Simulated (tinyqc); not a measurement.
Oxide trap near a transistor channel: two-state multiphonon kinetics, telegraph noise and bias instability: one step, computed by the program tinyqc. Command: `OMP_NUM_THREADS=1 python tinyqc.py 3016701 3016702 out.jsonl oxidetrap walk`. One thread of a shared host (Intel(R) Xeon(R) Processor @ 2.30GHz), about 0.01 s of CPU time with the checks.

An n-channel device under positive gate bias. The trap is empty (state 1) or holds an electron (state 2); both states are parabolas of equal curvature, and the electron reservoir is taken at the Fermi level of the channel.

Task: Many traps: 1/f noise. McWhorter number fluctuations for traps uniform in depth and energy: S_V = e^2 k_B T N_t lambda/(W L C_ox^2 f), C_ox = eps_ox eps_0/t_ox. The number of traps within k_B T in energy and one decade in time is N_t k_B T lambda ln(10) W L.

Inputs (values chosen for the exercise, with an insulator like Si3N4 on silicon):
```
quantity                           value         unit
insulator constant eps_ox           7.33            -
insulator thickness t_ox             4.1           nm
trap depth x from the interface      1.1           nm
tunnel barrier phi_b                2.03           eV
oxide field F                        6.4        MV/cm
temperature T                        450            K
channel width W                       17           nm
channel length L                     160           nm
frequency f                        50000           Hz
trap density N_t                 2.3e+19  cm^-3 eV^-1
```

Parts treated: one trap and an ensemble.

attenuation length lambda = 0.1044598 nm

Constants: eps_0 = 8.8541878128e-12 F/m; e = 1.602176634e-19 C; k_B = 8.617333262e-05 eV/K.

Give: C_ox; 1/f noise S_V(f); active traps per decade.

Result:

C_ox = 1.583 microF/cm^2

1/f noise S_V(f) = 7.018e-11 V^2/Hz

active traps per decade = 0.5835

With less than one active trap per decade a single device shows separate Lorentzians; 1/f is only the average over many devices. Caution: a field 1.5 times as high comes near the usual breakdown field of such an insulator. Caution: the field lowers the tunnel barrier appreciably over the trap depth, so the rectangular barrier understates the rate. Caution: N_t k_B T lambda ln(10) W L, the number of active traps per decade, is below one, so S_V is only the mean over many devices.
